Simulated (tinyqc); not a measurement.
Changing the temperature T: q-state Potts model on a small periodic square lattice: enumeration, Metropolis, heat-bath and Wolff steps. Computed by tinyqc, a small Python program. Command: `OMP_NUM_THREADS=1 python tinyqc.py 3112847 3112848 out.jsonl potts sweep`. One thread of a shared host (Intel(R) Xeon(R) Processor @ 2.30GHz), about 0.02 s of CPU time with the checks.

E = -J x (number of nearest-neighbour bonds with equal states); n x n sites with periodic edges have 2 n^2 bonds. Order parameter m = (q f - 1)/(q - 1), f being the largest share of one state. Sites are numbered row by row from 0. Here q = 2 and n = 4.

Inputs (values chosen for the exercise, for a model of domains or grain orientations): number of states q = 2; edge n = 4; coupling J = 17 meV.

Constants: k_B = 8.617333262e-05 eV/K.

Method:
- K = J/(k_B T); the infinite square lattice orders at K_c = ln(1 + sqrt(q)); Wolff bond probability p = 1 - exp(-K).
- All q^(n^2) states are counted by their number b of equal bonds; weights g(b) exp(K b), K = J/(k_B T). Per site: u = -J <b>/n^2, c/k_B = K^2 (<b^2> - <b>^2)/n^2.
- ln Z = ln sum g(b) exp(K b); entropy per site s/k_B = (ln Z - K <b>)/n^2.
- The same sums with m: <m> and the Binder ratio U = 1 - <m^4>/(3 <m^2>^2).

One run for each value:
```
temperature T (K),heat capacity c (k_B/site),entropy s (k_B/site),<m>,energy u (meV/site)
68.0,1.2457e-03,0.04344,0.99998,-33.999
90.7,1.3387e-02,0.04500,0.99965,-33.988
121.0,7.5831e-02,0.05580,0.99649,-33.887
161.0,2.8930e-01,0.10238,0.97621,-33.307
215.0,7.3891e-01,0.24949,0.87162,-30.888
287.0,6.5125e-01,0.47185,0.62752,-26.127
382.0,2.6745e-01,0.59801,0.43308,-22.591
510.0,1.0855e-01,0.64831,0.33458,-20.712
680.0,5.1077e-02,0.67002,0.28438,-19.626
```

Over the rows, heat capacity c (k_B/site) goes from 0.00125 through a maximum among these rows, 0.739 at 215, to 0.0511; entropy s (k_B/site) rises from 0.0434 to 0.670 (exponent d ln y / d ln x 0.12 between the first rows and 0.11 between the last); <m> falls from 1.000 to 0.284 (exponent d ln y / d ln x -0.0012 between the first rows and -0.57 between the last). The entropy runs between ln(q)/n^2 = 0.043 and ln q = 0.693 k_B per site.

Extremes, crossings and ranges named in words are read from the listed rows.
